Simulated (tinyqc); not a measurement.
# Resonant-tunnelling diode, transfer matrices and Tsu-Esaki current: effect of temperature at two biases

Emitter (band edge 0), barrier d1, well Lw, barrier d2, collector (edge -V). The bias drops linearly over these layers and none in the contacts; each layer is cut into ns equal slices, flat at the value of their centres. E is the energy of motion across the layers, C = hbar^2/(2 m0), psi and psi'/m are continuous. Transport is coherent, T(E) is taken as independent of the transverse momentum, and charge in the well is ignored.

The current at V = 0.109 V and at V = 0.166 V, Ef held fixed. For the pair (psi, psi'/m) a flat layer has M = [[cos kd, (m/k) sin kd], [-(k/m) sin kd, cos kd]] with k = sqrt(m (E - U)/C) above its edge U, and M = [[cosh Kd, (m/K) sinh Kd], [(K/m) sinh Kd, cosh Kd]] with K = sqrt(m (U - E)/C) below it. Later slices stand to the left. With M acting on (psi, psi'/m) and v = k/m in each lead, T(E) = 4 vL vR/[(vL vR M12 - M21)^2 + (vR M11 + vL M22)^2]. J = J0 times the integral over E > 0 of T(E) N(E), N = ln[(1 + exp((Ef - E)/Vt))/(1 + exp((Ef - V - E)/Vt))], J0 = q^2 mw m0 kB T/(2 pi^2 hbar^3) (times 1e-4 for A/cm^2 per eV). The integral is converged to the digits shown.

Inputs (values chosen for the exercise); masses and offsets close to those of InGaAs wells and InP barriers:
```
symbol  value  unit                                               meaning
mw       0.04    m0                 mass in the well, spacer and contacts
U1       0.24    eV                                        barrier height
m1      0.079    m0                                          barrier mass
d1          2    nm                                       emitter barrier
Lw        6.6    nm                                            well width
d2          2    nm                                     collector barrier
ns          2                                        slices in each layer
Ef      0.033    eV  Fermi energy of both contacts above their band edges
```

Constants: q = 1.602176634e-19 C, kB = 1.380649e-23 J/K, hbar = 1.054571817e-34 J s, m0 = 9.1093837015e-31 kg, Vt = kB T/q, hbar^2/(2 m0) = 0.0380998212 eV nm^2. Results are converted to the units shown.

Result of one run:
```
T (K)  J at 0.109 V (kA/cm^2)  J at 0.166 V (kA/cm^2)  ratio
150                     153.1                   27.67  5.534
```

What becomes of these results when the temperature T is changed from 150 to 300 K, all else the same?

Result of the changed run:
```
T (K)  J at 0.109 V (kA/cm^2)  J at 0.166 V (kA/cm^2)  ratio
300                     218.6                   55.86  3.913
```

The whole series:
```
T (K)  J at 0.109 V (kA/cm^2)  J at 0.166 V (kA/cm^2)  ratio
40                      126.2                   18.74  6.738
77                      131.6                   20.65  6.374
150                     153.1                   27.67  5.534
220                     181.8                   38.18  4.762
300                     218.6                   55.86  3.913
400                     269.0                   91.00  2.956
```

The first current rises from 126 to 269 kA/cm^2, the second rises from 18.7 to 91.0 kA/cm^2, and their ratio falls from 6.74 to 2.96. Heat lifts electrons to energies where the barriers transmit more, which raises the second current by a far larger factor than the first.

Numbers from tinyqc (`OMP_NUM_THREADS=1 python tinyqc.py 2600123 2600124 out.jsonl`; about 0.2 s on one thread of a shared Intel Xeon 2.30GHz).
